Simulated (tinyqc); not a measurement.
Active against total: solid solubility of a dopant against its melt (retrograde solidus), clustering and the electrically active fraction. Computed by tinyqc, a small Python program. Command: `OMP_NUM_THREADS=1 python tinyqc.py 3003060 3003061 out.jsonl retro walk`. One thread of a shared host (Intel(R) Xeon(R) Processor @ 2.30GHz), about 0.01 s of CPU time with the checks.

Inputs (values chosen for the exercise, of the order of those of tin in silicon for the solubility):
```
quantity                                      value    unit
atoms per cluster m                               4       -
cluster scale N* at 1273 K                  1.8e+20  1/cm^3
activation energy E_b of the cluster scale     0.36      eV
anneal temperature T_a                         1050       K
```

Clustering: clusters of m atoms, electrons left out.

Constants: k_B = 8.617333262e-05 eV/K.

Method. A highly soluble donor (another dopant than that of the solidus) is limited by clustering. Donors N_a are active, and clusters hold m atoms each: N_t = N_a + m C, m C = N* (N_a/N*)^m, with N*(T) = N*(1273 K) exp[-(E_b/k_B)(1/T - 1/1273)].

Active density (1/cm^3):
```
N_t (1/cm^3)  N_a at T_a  fraction  N_a at T_a + 150 K  N_a at T_a - 150 K
1.00e+19      9.9862e+18   0.99862          9.9969e+18          9.9025e+18
3.00e+19      2.9016e+19   0.96721          2.9755e+19          2.5626e+19
1.00e+20      6.8839e+19   0.68839          8.4265e+19          4.7660e+19
2.00e+20      9.3581e+19   0.46791          1.2465e+20          6.0857e+19
5.00e+20      1.2796e+20   0.25592          1.7907e+20          8.0205e+19
1.00e+21      1.5700e+20   0.15700          2.2335e+20          9.7130e+19
2.00e+21      1.9004e+20   0.09502          2.7275e+20          1.1673e+20
5.00e+21      2.4199e+20   0.04840          3.4939e+20          1.4789e+20
```

The exponent d ln N_a/d ln N_t falls from 0.97 to 0.26, towards 1/m = 0.250. At the highest dose a 150 K hotter anneal gives 1.44 times the active density, and a later step 150 K cooler would cut it to 0.61 if it ran to equilibrium: short hot anneals come last. For ionised donors far above n_i the electrons enter the mass action too and halve the limiting exponent.

Extremes, crossings and ranges named in words are read from the listed rows.
